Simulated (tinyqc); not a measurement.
## MOS inversion layer, Poisson-Schroedinger loop: effect of the sheet density of electrons

Electrons confined at an insulator interface at z = 0, treated as a hard wall; parabolic valleys, Hartree approximation, no image or exchange terms. The depletion charge lies far deeper than the electrons and gives a uniform field q Nd/(eps0 eps_r); the gate balances all charge. Energies are counted from the band edge at the interface.

Schroedinger equation -(C/mz) psi'' + (V0 + U + dE for set B) psi = E psi, C = hbar^2/(2 m0), psi(0) = 0, on a uniform mesh of 800 nodes with a far wall at 33 nm, 8 levels a set; V0 = q Nd z/(eps0 eps_r); dU/dz = q (Ns - integral of n from 0 to z)/(eps0 eps_r), U(0) = 0; N_k = g md m0 q Vt/(pi hbar^2) ln(1 + exp((EF - E_k)/Vt)), g the number of valleys of the set, sum N_k = Ns. Triangular well: E_k = a_k (C F^2/mz)^(1/3), a_1 = 2.338107, a_2 = 4.087949, C = hbar^2/(2 m0), F in eV/nm. Fang-Howard (all electrons in the lowest level of set A): b^3 = 6 (mz1/C) q (Nd + 11 Ns/32)/(eps0 eps_r), centroid 3/b, level C b^2/(4 mz1) + (3/b) q (Nd + 11 Ns/16)/(eps0 eps_r). The centroid adds 3.9 z_av/eps_r to an oxide-equivalent thickness.

Inputs (values chosen for the exercise); masses and permittivity close to those of silicon (100):

| symbol | value | unit | meaning |
|---|---|---|---|
| T | 300 | K | temperature |
| eps_r | 11.8 |  | relative permittivity |
| mz1 | 0.903 | m0 | mass along z of valley set A (2 valley(s)) |
| md1 | 0.193 | m0 | in-plane density-of-states mass of set A |
| mz2 | 0.188 | m0 | mass along z of valley set B (4 valley(s)) |
| md2 | 0.418 | m0 | in-plane density-of-states mass of set B |
| Nd | 6.1e11 | cm^-2 | sheet density of depletion charge |
| dE | 0 | eV | extra shift of set B (strain) |

Constants: q = 1.602176634e-19 C, kB = 1.380649e-23 J/K, hbar = 1.054571817e-34 J s, m0 = 9.1093837015e-31 kg, Vt = kB T/q, eps0 = 8.8541878128e-14 F/cm where lengths are in cm, hbar^2/(2 m0) = 0.0380998212 eV nm^2. Results are converted to the units shown.

Effect of the sheet density of electrons:
columns A: Ns (cm^-2); B: A1 (meV); C: B1 (meV); D: EF (meV); E: share of A1 (%); F: share of set A (%); G: centroid z_av (nm); H: added oxide equivalent (nm); I: Fang-Howard centroid (nm)
```
A          B     C      D     E     F     G      H     I
1e11    39.5  65.6  -89.4  28.4  45.4  4.41   1.46  2.68
2.1e11  43.0  70.5  -65.5  29.6  46.3  4.28   1.41  2.63
4.5e11  50.2  80.6  -36.2  32.2  48.0  4.03   1.33  2.53
9.7e11  64.3   100   2.05  37.1  51.5  3.63   1.20  2.36
2.1e12  90.2   135   55.0  45.3  57.4  3.08   1.02  2.10
4.4e12   133   193    128  55.7  65.2  2.48  0.821  1.80
9.4e12   208   290    240  65.9  72.9  1.93  0.637  1.48
2e13     333   455    421  71.5  77.0  1.50  0.495  1.18
```

As Ns goes from 1e11 to 2e13, A1 rises from 39.5 to 333 meV, the share of A1 rises from 28.4 to 71.5 % and the centroid falls from 4.41 to 1.50 nm. A1 goes as Ns^(0.63) between the last two rows (a triangular well in the field of that charge alone gives 2/3). EF lies more than 2 meV above A1 for Ns = 9.4e12, 2e13. The Fang-Howard centroid is 39 % below the full one in the first row, where A1 holds 28.4 %, and 21 % below it in the last, where A1 holds 71.5 %.

tinyqc, about 1 s, one thread, Intel Xeon 2.30GHz (shared host): `OMP_NUM_THREADS=1 python tinyqc.py 2160037 2160038 out.jsonl`
